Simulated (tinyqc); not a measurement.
Planar ballistic transistor, top-of-the-barrier model: effect of the temperature.

At the top of the source barrier, states moving towards the drain are filled by the source (Fermi level 0) and states moving back by the drain (Fermi level -q Vd); nothing scatters. U is the shift of the band edge there, set by the capacitances CG, CD and CS (the total) and by the charge. Parabolic two-dimensional band; the source is grounded.

N0 = gv m kB T/(pi hbar^2), CG = eps0 eox/tox, vT = sqrt(2 kB T/(pi m)), CS = CG/aG, n0 = n at U = 0 and Vd = 0. eta1 = -(E0 + U)/Vt, eta2 = eta1 - Vd/Vt, n = (N0/2)[F_0(eta1) + F_0(eta2)], F_0(x) = ln(1 + exp x). U = UL + q (n - n0)/CS with UL = -(aG Vg + aD Vd), energies in eV. I = q (N0/2) vT [F_(1/2)(eta1) - F_(1/2)(eta2)] per width, F_(1/2)(x) = (2/sqrt(pi)) int_0^infinity u^(1/2)/(1 + exp(u - x)) du. CQ = (q/Vt) dn/d(eta1). E0 is held fixed.

Parameters, values chosen for the exercise; mass and valleys close to those of germanium: effective mass m = 0.115 m0; valley degeneracy gv = 4; relative permittivity of the gate insulator eox = 3.9; insulator thickness tox = 2.3 nm; gate control CG/CS aG = 0.83; drain control CD/CS aD = 0.072; band edge at the barrier top above the source Fermi level at zero bias E0 = 0.29 eV; gate voltage Vg = 0.6 V; drain voltage Vd = 0.6 V.

Constants: q = 1.602176634e-19 C, kB = 1.380649e-23 J/K, hbar = 1.054571817e-34 J s, m0 = 9.1093837015e-31 kg, Vt = kB T/q, eps0 = 8.8541878128e-14 F/cm where lengths are in cm. Results are converted to the units shown.

Results:

| T (K) | eta1 | n (cm^-2) | I (uA/um) | mean velocity I/(q n) (cm/s) | CQ/CS |
|---|---|---|---|---|---|
| 50 | 6.129 | 2.538e12 | 506.9 | 1.247e7 | 8.491 |
| 77 | 3.964 | 2.539e12 | 528.1 | 1.298e7 | 8.351 |
| 120 | 2.483 | 2.546e12 | 571.5 | 1.401e7 | 7.854 |
| 180 | 1.527 | 2.569e12 | 639.3 | 1.554e7 | 6.992 |
| 300 | 0.6441 | 2.648e12 | 781.7 | 1.842e7 | 5.580 |
| 360 | 0.3883 | 2.701e12 | 854.7 | 1.975e7 | 5.071 |
| 420 | 0.1919 | 2.760e12 | 929.1 | 2.101e7 | 4.662 |

Estimate the missing row, T = 240 K.

Computed row:

| T (K) | eta1 | n (cm^-2) | I (uA/um) | mean velocity I/(q n) (cm/s) | CQ/CS |
|---|---|---|---|---|---|
| 240 | 0.9959 | 2.604e12 | 709.9 | 1.702e7 | 6.214 |

With this row back in the table: As T goes from 50 to 420 K, n rises from 2.54e12 to 2.76e12 cm^-2, the mean velocity rises from 1.25e7 to 2.10e7 cm/s and the current rises from 507 to 929 uA/um. CQ/CS goes from 8.5 to 4.7.

Computed by the program tinyqc: `OMP_NUM_THREADS=1 python tinyqc.py 2400123 2400124 out.jsonl`, one thread of a shared Intel Xeon 2.30GHz, about 0.01 s for the whole run.
